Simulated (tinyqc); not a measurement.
Deep-level transient spectroscopy (DLTS) of one majority-carrier trap: one step, computed by the program tinyqc.

A filling pulse loads the traps in a one-sided junction; under reverse bias they empty at the rate e, and the capacitance relaxes as C(t) = C_0 - dC exp(-e t). The signal is S = [C(t_2) - C(t_1)]/dC.

Task: Signal size and trap density. W = sqrt(2 eps eps_0 (V_b + V_r)/(e N)), C_0 = eps eps_0 area/W. The pulse goes to zero bias, W_0 = W(V_r = 0). Traps within lambda = sqrt(2 eps eps_0 (E_t - E_F)/(e^2 N)) of the depletion edge stay filled, with E_F = k_B T_p ln(N_b/N) from the band, N_b = 2 M (2 pi m k_B T_p/h^2)^(3/2) (dopants taken as fully ionised). dC = C_0 (N_t/2N) f, f = [(W - lambda)^2 - max(W_0 - lambda, 0)^2]/W^2. The simple estimate is 2 N dC/C_0.

Inputs (values chosen for the exercise, for a model semiconductor):
```
quantity,value,unit
density-of-states mass m,0.249,m_0
valleys M,6,-
trap depth E_t,0.336,eV
temperature T,153,K
doping N,3e+15,cm^-3
trap density N_t,3.1e+14,cm^-3
dielectric constant eps,8.38,-
built-in voltage V_b,0.64,V
reverse bias V_r,8,V
diode area,0.00052,cm^2
```

Carriers: electrons. Extra term: capture barrier.

peak temperature T_p = 208.1382 K

Constants: eps_0 = 8.8541878128e-12 F/m; e = 1.602176634e-19 C; k_B = 8.617333262e-05 eV/K; m_0 = 9.1093837015e-31 kg; k_B = 1.380649e-23 J/K; h = 6.62607015e-34 J s.

Give: depletion width W; C_0; lambda; f; transient amplitude dC; simple estimate of N_t.

Result:

depletion width W = 1.633 micrometre

C_0 = 2.362 pF

lambda = 0.2416 micrometre

f = 0.7106

transient amplitude dC = 86.73 fF

simple estimate of N_t = 2.203e+14 cm^-3

The simple estimate finds 71 % of the traps. Caution: N_t is not very small against the doping, so the transient is not exactly a single exponential.
